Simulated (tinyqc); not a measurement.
## Random telegraph noise from one oxide trap in a small MOSFET: effect of the temperature

An acceptor-like trap exchanges electrons with the channel. Inversion charge Q = Cox u, u = n Vt W0(exp((Vg - VT)/(n Vt))), W0 the Lambert function, n = nf, Cox = eps0 eox/tox; linear regime Id = (W/L) mu Q Vd. Relative to threshold the surface potential rises by Vt ln(u/u0) and the oxide voltage by the rest of Vg - VT, with u0 = n Vt W0(1).

N = Cox u/q; dpsi = Vt ln(u/u0); E = E0 - dpsi - (xt/tox)(Vg - VT - dpsi); capture time tc = 1/[(N/zi) vth s0 exp(-xt/lt - EB/Vt)]; emission time te = tc exp(-E/Vt); occupancy te/(tc + te). A = W L; threshold step dV = q (1 - xt/tox)/(Cox A); gm/Id = 1/(u + n Vt); relative step dI/I = (gm/Id) dV + asc mu/A. fc = (1/tc + 1/te)/(2 pi); rms = (dI/I) sqrt(tc te)/(tc + te). VT, nf, vth and mu are held fixed.

Parameters, values chosen for the exercise; values of the order met in silicon transistors:
```
symbol    value        unit                                                                 meaning
eox        9.11              relative permittivity of the gate insulator (close to aluminium oxide)
tox         3.3          nm                                                     insulator thickness
xt          1.6          nm                            depth of the trap from the channel interface
E0         0.28          eV                   trap level above the channel Fermi level at threshold
s0        4e-15        cm^2                                                       capture prefactor
EB         0.51          eV                                    capture barrier (lattice relaxation)
lt         0.14          nm                                                 tunnelling decay length
vth         2e7        cm/s                                                        thermal velocity
zi          1.6          nm                                        thickness of the inversion layer
VT         0.36           V                                                       threshold voltage
nf         1.09                                                                         body factor
W            45          nm                                                              gate width
L            23          nm                                                             gate length
mu          130  cm^2/(V s)                                                                mobility
asc     1.8e-15         V s                              scattering coefficient of the charged trap
Vd         0.05           V                                                           drain voltage
Vg         0.89           V                                                            gate voltage
```

Constants: q = 1.602176634e-19 C, kB = 1.380649e-23 J/K, Vt = kB T/q, eps0 = 8.8541878128e-14 F/cm where lengths are in cm. Results are converted to the units shown.

Results:

| T (K) | E (eV) | tc (s) | te (s) | occupancy | dI/I (%) | fc (Hz) | rms dI/I (%) |
|---|---|---|---|---|---|---|---|
| 180 | -0.008132 | 4.840e6 | 8.176e6 | 0.6281 | 2.926 | 5.235e-8 | 1.414 |
| 240 | -0.01519 | 1336 | 2785 | 0.6758 | 2.934 | 1.762e-4 | 1.374 |
| 270 | -0.01842 | 87.28 | 192.6 | 0.6882 | 2.938 | 0.002650 | 1.361 |
| 300 | -0.02148 | 9.854 | 22.61 | 0.6965 | 2.941 | 0.02319 | 1.352 |
| 330 | -0.02438 | 1.656 | 3.904 | 0.7021 | 2.943 | 0.1369 | 1.346 |
| 360 | -0.02715 | 0.3752 | 0.9001 | 0.7058 | 2.945 | 0.6010 | 1.342 |
| 390 | -0.02979 | 0.1069 | 0.2593 | 0.7081 | 2.947 | 2.103 | 1.340 |

Estimate the missing row, T = 210 K.

Computed row:

| T (K) | E (eV) | tc (s) | te (s) | occupancy | dI/I (%) | fc (Hz) | rms dI/I (%) |
|---|---|---|---|---|---|---|---|
| 210 | -0.01177 | 4.473e4 | 8.570e4 | 0.6571 | 2.930 | 5.415e-6 | 1.391 |

With this row back in the table: As T goes from 180 to 390, tc falls from 4.84e6 to 0.107 s, te falls from 8.18e6 to 0.259 s and dI/I rises from 2.93 to 2.95 %. Activation energies over the table: 0.508 eV for capture (EB = 0.51 eV, altered by the change of N) and 0.497 eV for emission.

Range of the model: VT is taken as given; short-channel effects and the uneven flow of current among few electrons are left out.

Program tinyqc, `OMP_NUM_THREADS=1 python tinyqc.py 2710032 2710033 out.jsonl`; Intel Xeon 2.30GHz, shared host, one thread, about 0.01 s.
